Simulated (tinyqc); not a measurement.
Convergence with the size of the ring: vibrations of a mass or spring defect in a linear chain. Computed by tinyqc, a small Python program. Command: `OMP_NUM_THREADS=1 python tinyqc.py 3010590 3010591 out.jsonl localmode walk`. One thread of a shared host (Intel(R) Xeon(R) Processor @ 2.30GHz), about 0.01 s of CPU time with the checks.

A ring of N atoms with nearest-neighbour springs k and motion along the chain. Atom 1 is the defect, of mass M', and its two springs are k'. Odd sites are A (the defect replaces an A atom), even sites B.

Inputs (values chosen for the exercise, for a model chain):

| quantity | value | unit |
|---|---|---|
| spring constant k | 3.04 | eV/angstrom^2 |
| mass M_A | 54.4 | u |
| mass M_B | 178 | u |
| defect mass M' | 302 | u |
| spring ratio k'/k at the defect | 1.5 | - |

Host: diatomic.

Constants: nu for 1 eV/(angstrom^2 u) = 15.6333042 THz.

Method:
- Host bands: lambda from 0 to 2k/M(heavy) and from 2k/M(light) to 2k (1/M_A + 1/M_B).
- nu = 15.6333042 THz x sqrt(lambda), lambda in eV/(angstrom^2 u).
- D_ii = (sum of the two springs at i)/M_i, D_ij = -k_ij/sqrt(M_i M_j) for neighbours, closed into a ring.
- The same matrix for 120 atoms; amplitudes are the mass-weighted eigenvector, in size, relative to the defect, for the highest mode; its weight is the squared component of the normalised eigenvector on the defect.

band edges (THz): 0.00000  2.88930  5.22641  5.97188

ratio to the top of the host band = 0.999939

Highest mode:

| N | frequency (THz) | weight on the defect | modes outside the bands |
|---|---|---|---|
| 4 | 5.7315 | 1.4861e-02 | 2 |
| 6 | 5.8555 | 5.7434e-03 | 1 |
| 8 | 5.9029 | 2.7613e-03 | 2 |
| 12 | 5.9394 | 9.3022e-04 | 2 |
| 20 | 5.9596 | 2.2162e-04 | 2 |
| 40 | 5.9687 | 2.9656e-05 | 2 |
| 80 | 5.9711 | 3.8256e-06 | 2 |
| 120 | 5.9715 | 1.1450e-06 | 2 |

The weight of the highest mode on the defect goes from 1.4861e-02 in a ring of 4 atoms to 1.1450e-06 in one of 120. In the 120-atom ring the modes outside the host bands lie at 3.0300, 3.7745 THz; one close to a band edge can be missing in a short ring.

Extremes, crossings and ranges named in words are read from the listed rows.
